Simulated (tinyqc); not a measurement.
Defect-molecule model of a vacancy with Jahn-Teller distortion: sweeps and comparisons. A value that a table varies takes the place of the one given here.

Four dangling hybrids a, b, c, d point into the vacancy: H_ii = E0, and -gm between any two. A tetragonal distortion Q pairs a with b and c with d: those two couplings become -gm - I Q and the other four -gm + I Q/2, at an elastic cost k Q^2/2. The a1 level holds two electrons; charge states 2+, + and 0 put n = 0, 1, 2 more into the lowest level of t2 origin. Energy from the 2+ state at Q = 0, with the Fermi level mu counted from Ev: W_n(Q) = n (et - 2 I Q) + k Q^2/2 + Uc n (n - 1)/2 - n mu. et = E0 + gm is the undistorted t2 level.

Constants: kB = 8.617333262e-05 eV/K.

Values chosen for the exercise (of the size used for the vacancy in silicon; shifted at random, so the results belong to these values and not to a real crystal): E0 = 0.01 eV (level of a dangling hybrid, from Ev); gm = 0.36 eV (coupling between two dangling hybrids); I = 1.13 eV/angstrom (Jahn-Teller coupling); k = 16.3 eV/angstrom^2 (force constant of the mode); Uc = 0.25 eV (repulsion of two electrons in one orbital); T = 200 K (temperature); mu1 = 0.06 eV (first Fermi level).

## Occupation against the Fermi level

Weights g_n exp(-W_n/kT) with W_n = n et - n^2 E_JT + Uc n (n - 1)/2 - n mu, E_JT = 2 I^2/k, degeneracies 1, 6 (spin and three axes) and 3; mu = mu1 + 0.03 j eV.

Shares:
```
mu (eV),2+,+,0,mean charge
0.06,0.9992,0.0008,0.0000,1.9992
0.09,0.9953,0.0047,0.0001,1.9952
0.12,0.9718,0.0259,0.0023,1.9695
0.15,0.8141,0.1239,0.0620,1.7520
0.18,0.2302,0.1997,0.5701,0.6600
0.21,0.0116,0.0572,0.9312,0.0803
0.24,0.0004,0.0107,0.9890,0.0114
0.27,0.0000,0.0019,0.9981,0.0019
0.30,0.0000,0.0003,0.9997,0.0003
```

How do the results move?

U_eff = Uc - 2 E_JT = -0.063 eV and kT = 17.2 meV. The + state reaches at most 20 % on these rows, at mu = 0.18 eV. The mean charge goes from 2.00 to 0.00.

## When U turns negative

The force constant is varied. E_JT = 2 I^2/k, E(2+/+) = et - E_JT, E(+/0) = et - 3 E_JT + Uc, U_eff = Uc - 2 E_JT.

Against k:
```
k (eV/angstrom^2),E_JT (eV),(2+/+) (eV),(+/0) (eV),U_eff (eV),Q of the neutral state (angstrom)
8,0.3192,0.0508,-0.3377,-0.3885,0.5650
12,0.2128,0.1572,-0.0185,-0.1756,0.3767
16,0.1596,0.2104,0.1412,-0.0692,0.2825
24,0.1064,0.2636,0.3008,0.0372,0.1883
32,0.0798,0.2902,0.3806,0.0904,0.1412
48,0.0532,0.3168,0.4604,0.1436,0.0942
64,0.0399,0.3301,0.5003,0.1702,0.0706
96,0.0266,0.3434,0.5402,0.1968,0.0471
```

k at which U_eff = 0 = 20.43 eV/angstrom^2

What can be read from the table?

Levels below 0 lie in the valence band. U_eff is negative for k below 4 I^2/Uc = 20.4: 3 of the 8 rows. The gain grows as n^2, so the second electron wins 3 E_JT where the first wins E_JT. For a stiff lattice the levels tend to et = 0.370 and et + Uc = 0.620 eV. Distortions above about 0.5 angstrom (1 of the rows) are beyond a linear coupling.

## What each parameter does

E_JT = 2 I^2/k, E(2+/+) = et - E_JT, E(+/0) = et - 3 E_JT + Uc, U_eff = E(+/0) - E(2+/+); a1 level E0 - 3 gm. Each row changes one parameter from the base and keeps the others.

Results:
```
case,(2+/+) (eV),(+/0) (eV),U_eff (eV),a1 (eV)
base,0.2133,0.1500,-0.0633,-1.0700
E0 = 0.06 eV,0.2633,0.2000,-0.0633,-1.0200
gm = 0.4 eV,0.2533,0.1900,-0.0633,-1.1900
I = 1.243 eV/angstrom,0.1804,0.0513,-0.1292,-1.0700
k = 17.93 eV/angstrom^2,0.2276,0.1927,-0.0349,-1.0700
Uc = 0.31 eV,0.2133,0.2100,-0.0033,-1.0700
```

What can be read from the table?

The largest shifts from the base row, up to three for each result and ties (the steps differ in size, so this ranks the rows, not the parameters). (2+/+) (eV): E0 +0.0500, gm +0.0400, I -0.0329; unchanged at the printed digits by Uc. (+/0) (eV): I -0.0987, Uc +0.0600, E0 +0.0500. U_eff (eV): I -0.0658, Uc +0.0600, k +0.0285; unchanged at the printed digits by E0 and gm. a1 (eV): gm -0.1200, E0 +0.0500; unchanged at the printed digits by I, k and Uc. E0 and gm move both levels alike, so U_eff depends on I, k and Uc alone.

Computed by tinyqc, a small Python program: `OMP_NUM_THREADS=1 python tinyqc.py 1451962 1451963 out.jsonl` (the numbers bound the seed that draws the inputs); one thread of a shared host (Intel(R) Xeon(R) Processor @ 2.30GHz), about 0.01 s for the whole set of steps.
